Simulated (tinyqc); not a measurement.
Isotype n-N heterojunction, non-linear Poisson equation by Newton steps, Fermi-Dirac statistics: two steps of the calculation.

One dimension, material 1 (n-type) at x < 0 and material 2 (n-type) at x > 0. Band edges: Ec = -psi in material 1 and -psi + dEc in material 2, Ev = Ec - Eg. Equilibrium, Fermi level at 0. n = Nc F((EFn - Ec)/Vt), p = Nv F((Ev - EFp)/Vt), with F(eta) = F_1/2(eta) = (2/sqrt(pi)) int_0^infinity sqrt(u) du/(1 + exp(u - eta)) (Fermi-Dirac statistics); full ionisation, no interface charge, classical densities; the doping types are chosen for the exercise.

Inputs (values chosen for the exercise); band and dielectric values close to those of GaAs and AlGaAs:

| symbol | value | unit | meaning |
|---|---|---|---|
| T | 300 | K | temperature |
| Eg1 | 1.43 | eV | band gap of material 1 |
| er1 | 12.7 |  | relative permittivity of material 1 |
| Nc1 | 4.38e17 | cm^-3 | conduction-band density of states of material 1 |
| Nv1 | 8.91e18 | cm^-3 | valence-band density of states of material 1 |
| Eg2 | 1.83 | eV | band gap of material 2 |
| er2 | 12.2 |  | relative permittivity of material 2 |
| Nc2 | 7.07e17 | cm^-3 | conduction-band density of states of material 2 |
| Nv2 | 1.12e19 | cm^-3 | valence-band density of states of material 2 |
| dEc | 0.25 | eV | conduction-band offset Ec2 - Ec1 |
| N1 | 4e17 | cm^-3 | donor density of material 1 |
| N2 | 2.3e16 | cm^-3 | donor density of material 2 |
| V | 0 | V | bias of side 1 against side 2 |

Constants: q = 1.602176634e-19 C, kB = 1.380649e-23 J/K, Vt = kB T/q, eps0 = 8.8541878128e-14 F/cm where lengths are in cm. Results are converted to the units shown.

Task 1. Newton step. Solve the tridiagonal system a_(i-1) d_(i-1) + b_i d_i + a_i d_(i+1) = -F_i for nodes 1 to 11, with d = 0 on fixed nodes. Each component d is damped to sign(d) Vt ln(1 + |d|/Vt) before it is added.

coupling a_i, interval 0 to 11 (F/cm^2): 6.8986617e-7  8.5188019e-7  1.0316347e-6  1.2778203e-6  1.5510095e-6  1.8676303e-6  1.0856391e-6  6.3917806e-7  3.7769612e-7  2.2226562e-7  1.3173304e-7  7.8276153e-8

```
node  diagonal b (F/cm^2)  residual F (C/cm^2)
1           -4.9653046e-6        -2.8058319e-8
2           -5.2925929e-6        -5.2246780e-8
3           -5.8101166e-6        -9.0999907e-8
4           -6.2976158e-6        -1.3068223e-7
5           -6.7043003e-6        -1.6135397e-7
6           -2.9606585e-6        5.6413985e-10
7           -1.7548168e-6        -3.0607538e-9
8           -1.1612707e-6        -6.3083353e-9
9           -1.0683854e-6        -3.5914034e-9
10          -1.2675004e-6       -6.3109408e-10
11          -1.7600947e-6       -2.3523316e-11
```

psi at the start, node 0 to 12 (V): 0.00589702  0.01576862  0.02673115  0.04231857  0.05978946  0.07665551  0.09098175  0.11363297  0.14079305  0.15779231  0.16154624  0.16173909  0.16174024

Find: Newton step d, before damping; psi after iteration 1.

Result 1.

Newton step d, before damping, node 1 to 11 (V): -0.00847  -0.01645  -0.02675  -0.03714  -0.04449  -0.04248  -0.03982  -0.03239  -0.01548  -0.00324  -0.00026
psi after iteration 1, node 0 to 12 (V): 0.0059  0.0084  0.0140  0.0240  0.0368  0.0508  0.0659  0.0895  0.1198  0.1457  0.1585  0.1615  0.1617

Task 2. Check against the first integral. Exact first integral: on each side D^2/(2 eps0 er) = G, G = q [Vt (nI_j - nI_b) + Vt (pI_j - pI_b) - C (psi_j - psi_b)], with C = +N1 or +N2, b the neutral end of that side, and nI, pI the densities with F_1/2 replaced by F_3/2(eta) = (4/(3 sqrt(pi))) int_0^infinity u^(3/2) du/(1 + exp(u - eta)). D is continuous, so er1 G1(psi_j) = er2 G2(psi_j) fixes psi_j. Ends from Nc1 F(psi_L/Vt) = N1 and Nc2 F((V + psi_R - dEc)/Vt) = N2. D is counted positive when psi rises towards material 2.

Wanted: psi_j; D; psi_j - psi_L; psi_R - psi_j; Ec1 - EFn at the interface; Ec2 - EFn at the interface.

Result 2.

psi_j = 0.024944 V
D = 29.717 nC/cm^2
psi_j - psi_L = 0.019047 V
psi_R - psi_j = 0.13680 V
Ec1 - EFn at the interface = -0.024944 eV
Ec2 - EFn at the interface = 0.22506 eV

Material 2 takes 87.8 % of the bending.

Numbers from tinyqc (`OMP_NUM_THREADS=1 python tinyqc.py 2040028 2040029 out.jsonl`; about 0.1 s on one thread of a shared Intel Xeon 2.30GHz).
